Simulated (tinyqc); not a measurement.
Full spectrum, Debye and Einstein heat capacities: Born-von Karman spring model of a cubic crystal with one atom per cell. Computed by tinyqc, a small Python program. Command: `OMP_NUM_THREADS=1 python tinyqc.py 3016158 3016159 out.jsonl springs walk`. One thread of a shared host (Intel(R) Xeon(R) Processor @ 2.30GHz), about 0.1 s of CPU time with the checks.

First neighbours lie at a/2 (1,1,1) (8 of them), second at a (1,0,0) (6), with all permutations and signs; the volume per atom is Omega = a^3/2. Two shells of springs match a real metal only roughly, above all at the zone boundary.

Inputs (values chosen for the exercise, modelled on sodium):
```
quantity                value           unit
lattice constant a       4.23       angstrom
atomic mass M           22.99              u
radial spring k1L        0.25  eV/angstrom^2
transverse spring k1T   -0.01  eV/angstrom^2
radial spring k2L       0.034  eV/angstrom^2
transverse spring k2T  0.0059  eV/angstrom^2
```

Lattice: bcc.

Constants: 1 eV/angstrom^3 = 160.2176634 GPa; u = 1.6605390666e-27 kg; hbar = 1.054571817e-34 J s; k_B = 1.380649e-23 J/K; nu for 1 eV/(angstrom^2 u) = 15.6333042 THz; h x 1 THz = 4.135667696 meV; k_B = 8.617333262e-05 eV/K.

Method:
- [ij,kl] = (1/(2 Omega)) sum_R K_ij R_k R_l; C11 = [xx,xx], C44 = [xx,yy], C12 = 2 [xy,xy] - C44; B = (C11 + 2 C12)/3; Zener ratio A = 2 C44/(C11 - C12). K(R) = kL n n^T + kT (1 - n n^T).
- rho = M/Omega and v = sqrt(C/rho), with C = C11, C44, C44 along [100]; (C11 + C12 + 2 C44)/2, C44, (C11 - C12)/2 along [110]; (C11 + 2 C12 + 4 C44)/3 and twice (C11 - C12 + C44)/3 along [111].
- Christoffel matrix G_xx = C11 n_x^2 + C44 (1 - n_x^2), G_xy = (C12 + C44) n_x n_y, with eigenvalues rho v^2; v_m^-3 is the mean of v^-3 over three branches and all directions (12 Gauss-Legendre points in cos(theta) times 24 angles phi = (j + 1/2) pi/12); q_D = (6 pi^2/Omega)^(1/3); Theta = hbar v_m q_D/k_B.
- A neighbour at R with unit vector n couples by the matrix K(R) = kL n n^T + kT (1 - n n^T), and D(q) = (1/M) sum_R K(R) [1 - cos(q.R)].
- An eigenvalue lambda of D in eV/(angstrom^2 u) gives nu = 15.6333042 THz x sqrt(lambda).
- Mesh: q = sum_i (m_i + 1/2)/n b_i, m_i = 0..n-1, with b = [[0, 1, 1], [1, 0, 1], [1, 1, 0]] in 2 pi/a; sums are averages over the n^3 points (here n = 14), per atom.
- With x = h nu/(k_B T) and n = 1/(exp(x) - 1) for each mode: F = k_B T [x/2 + ln(1 - exp(-x))], U = k_B T x (n + 1/2), S/k_B = x n - ln(1 - exp(-x)), C/k_B = x^2 n (n + 1).
- Debye: C = 9 k_B (T/Theta)^3 int_0^(Theta/T) x^4 e^x/(e^x - 1)^2 dx with the elastic Theta. Einstein: three modes at the root-mean-square frequency. The last column is the Theta that makes the Debye formula give the full C at that T.

elastic Debye temperature = 153.904 K

root-mean-square frequency = 2.7375 THz

Heat capacity (k_B/atom):
```
T (K)  full spectrum   Debye  Einstein  Theta from C (K)
18            0.3796  0.3491    0.1082            149.05
28            0.8939  0.9408    0.6167            158.26
38            1.3852  1.4869    1.2048            162.81
54            1.9510  2.0633    1.8731            166.04
77            2.3929  2.4768    2.3670            167.80
120           2.7228  2.7671    2.7175            168.85
150           2.8176  2.8478    2.8154            169.12
230           2.9202  2.9339    2.9197            169.40
```

The apparent Theta runs from 149 to 169 K against the elastic 154 K; at high T it tends to sqrt(5/3) h nu_rms/k_B = 170 K. At the lowest T the Debye value is 0.92 and the Einstein value 0.29 times the full one; dispersion bends the branches below the sound lines, so the real spectrum has more low modes than Debye assumes. At the highest T Debye misses by 0.47 % and Einstein by 0.015 %.

Extremes, crossings and ranges named in words are read from the listed rows.
